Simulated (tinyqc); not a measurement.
Programming of a floating-gate cell by Fowler-Nordheim tunnelling: one step of the calculation.

Per tunnel area the floating gate has Ctun = 3.9 eps0/tox to the channel (0 V) and Ccg to the control gate, Ct = Ctun/(1 - ag), no other coupling. With the threshold shift U = -Q/Ccg the field is F = ag (Vg - U)/tox, and dU/dt = J/Ccg. Fowler-Nordheim: J = A F^2 exp(-B/F), A = q^2/(16 pi^2 hbar mo phi) (times 1e14 for A/cm^2 with F in V/nm, emitter mass m0), B = (4/3) sqrt(mo/C) phi^1.5, C = hbar^2/(2 m0).

Problem. Explicit time steps against the exact solution. U(new) = U + dt J(F(U))/Ccg. Exact: exp(B/F(t)) = exp(B/F(0)) + K t, K = A B ag/(Ccg tox), and U = Vg - tox F/ag.

Values chosen for this exercise; oxide values close to those of silicon dioxide: tunnel barrier phi = 3.14 eV; tunnelling mass mo = 0.41 m0; tunnel oxide thickness tox = 7.1 nm; coupling ratio Ccg/Ct ag = 0.66; threshold shift at the start Vt0 = -1.2 V; control-gate voltage Vg = 11.2 V; time step dt = 2.3 us; steps n = 10.

Constants: q = 1.602176634e-19 C, hbar = 1.054571817e-34 J s, m0 = 9.1093837015e-31 kg, eps0 = 8.8541878128e-14 F/cm where lengths are in cm, hbar^2/(2 m0) = 0.0380998212 eV nm^2. Results are converted to the units shown.

Wanted: t; F; J; U by steps; U exact.

Solution.

```
step  t (us)  F (V/nm)  J (A/cm^2)  U by steps (V)  U exact (V)
0          0     1.153      0.1077          -1.200       -1.200
1      2.300     1.128     0.06538          -0.938       -0.987
2      4.600     1.113     0.04780          -0.778       -0.836
3      6.900     1.103     0.03782          -0.662       -0.720
4      9.200     1.094     0.03133          -0.570       -0.626
5      11.50     1.087     0.02674          -0.493       -0.547
6      13.80     1.081     0.02333          -0.428       -0.479
7      16.10     1.076     0.02068          -0.371       -0.420
8      18.40     1.071     0.01857          -0.321       -0.367
9      20.70     1.067     0.01685          -0.276       -0.320
10     23.00     1.063     0.01541          -0.235       -0.277
```

Range of the model: Programming fields of 10 MV/cm and more wear the oxide; trapping and the channel potential are ignored.

tinyqc, about 0.02 s, one thread, Intel Xeon 2.30GHz (shared host): `OMP_NUM_THREADS=1 python tinyqc.py 2130152 2130153 out.jsonl`
